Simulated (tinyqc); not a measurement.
# MOSFET in the linear regime without short-channel effects, parameter extraction from computed curves, step by step

Program tinyqc, `OMP_NUM_THREADS=1 python tinyqc.py 2210034 2210035 out.jsonl`; Intel Xeon 2.30GHz, shared host, one thread, about 0.01 s. Printed values are rounded.

Inversion charge Q = Cox n Vt W0(exp((Vg - VT)/(n Vt))), W0 the Lambert function and n = nf; u = Q/Cox; mobility mu = mu0/(1 + th1 u + th2 u^2); channel resistance Rch = (L - dL)/(W mu Q); Id = Vd/(Rch + Rsd/W). Cox = eps0 eox/tox. Small Vd, no channel-length or drain effects.

Values chosen for this exercise; channel values of the order met in silicon transistors: temperature T = 77 K; relative permittivity of the gate insulator (close to hafnium oxide) eox = 22.2; insulator thickness tox = 3.9 nm; low-field mobility mu0 = 140 cm^2/(V s); first mobility attenuation factor th1 = 0.29 1/V; second mobility attenuation factor th2 = 0 1/V^2; threshold voltage VT = 0.47 V; body factor nf = 1.14; gate width W = 0.5 um; drawn gate length L = 0.39 um; drawn less effective length dL = 0.016 um; source plus drain resistance Rsd = 390 ohm um; drain voltage Vd = 0.025 V.

Constants: q = 1.602176634e-19 C, kB = 1.380649e-23 J/K, Vt = kB T/q, eps0 = 8.8541878128e-14 F/cm where lengths are in cm. Results are converted to the units shown.

## Transfer curve

| point | Vg (V) |
|---|---|
| 0 | 0.27 |
| 1 | 0.37 |
| 2 | 0.47 |
| 3 | 0.57 |
| 4 | 0.67 |
| 5 | 0.77 |
| 6 | 0.87 |
| 7 | 0.97 |
| 8 | 1.07 |
| 9 | 1.17 |
| 10 | 1.27 |
| 11 | 1.37 |

u, mu, Rch and Id as defined.

| point | u (V) | mu (cm^2/(V s)) | Rch (ohm) | Id (uA) |
|---|---|---|---|---|
| 0 | 2.488973e-14 | 140 | 4.259084e16 | 5.869807e-13 |
| 1 | 1.372125e-8 | 140.0000 | 7.725790e10 | 3.235915e-7 |
| 2 | 0.004290039 | 139.8260 | 2.474088e5 | 0.1007298 |
| 3 | 0.08197452 | 136.7491 | 13239.18 | 1.783271 |
| 4 | 0.1761868 | 133.1945 | 6324.187 | 3.519051 |
| 5 | 0.2728776 | 129.7336 | 4192.221 | 5.027934 |
| 6 | 0.3705629 | 126.4150 | 3168.136 | 6.332102 |
| 7 | 0.4687844 | 123.2451 | 2568.748 | 7.465476 |
| 8 | 0.5673410 | 120.2203 | 2175.918 | 8.457609 |
| 9 | 0.6661268 | 117.3338 | 1898.822 | 9.332459 |
| 10 | 0.7650791 | 114.5782 | 1692.997 | 10.10919 |
| 11 | 0.8641580 | 111.9457 | 1534.136 | 10.80317 |

## Threshold and mobility at the peak transconductance

gm_i = (Id_(i+1) - Id_(i-1))/(Vg_(i+1) - Vg_(i-1)); at the point j of largest gm the tangent meets the axis at V_ext = Vg_j - Id_j/gm_j; field-effect mobility gm_j L/(W Cox Vd) with the drawn L.

| point | gm (uS) |
|---|---|
| 1 | 0.5036488 |
| 2 | 8.916354 |
| 3 | 17.09161 |
| 4 | 16.22331 |
| 5 | 14.06525 |
| 6 | 12.18771 |
| 7 | 10.62754 |
| 8 | 9.334915 |
| 9 | 8.257915 |
| 10 | 7.353554 |

j = 3
V_ext = 0.4656639 V
field-effect mobility = 105.8036 cm^2/(V s)

V_ext is 4.3 mV below the model VT, and the mobility so found is 28 % below mu0 L/(L - dL) = 146 cm^2/(V s), the value for the drawn L; attenuation, series resistance and the slow approach of Q to a straight line all lower the peak gm.

## The Y function

Y_i = Id_i/sqrt(gm_i). For Id = beta Vd x/(1 + th x), x = Vg - VT, Y = sqrt(beta Vd) x whatever th. Slope s from points 7 and 10; VT_Y = Vg - Y/s at point 10; beta = s^2/Vd; mobility beta L/(W Cox) with the drawn L; th* = (beta Vd x/Id - 1)/x at point 10.

| point | Y (uA^0.5 V^0.5) |
|---|---|
| 1 | 4.559668e-7 |
| 2 | 0.03373371 |
| 3 | 0.4313461 |
| 4 | 0.8736869 |
| 5 | 1.340651 |
| 6 | 1.813789 |
| 7 | 2.290030 |
| 8 | 2.768168 |
| 9 | 3.247588 |
| 10 | 3.727930 |

s = 4.793000 uA^0.5 V^-0.5
VT_Y = 0.4922136 V
beta = 918.9141 uA/V^2
mobility from Y = 142.2107 cm^2/(V s)
th* = 0.9867716 1/V

The mobility from Y is 2.6 % below mu0 L/(L - dL) = 146 cm^2/(V s), which it should reach in deep inversion when th2 = 0. th* compares with th1 + mu0 Cox Rsd/(L - dL) = 1.03 1/V, since series resistance enters like th1.
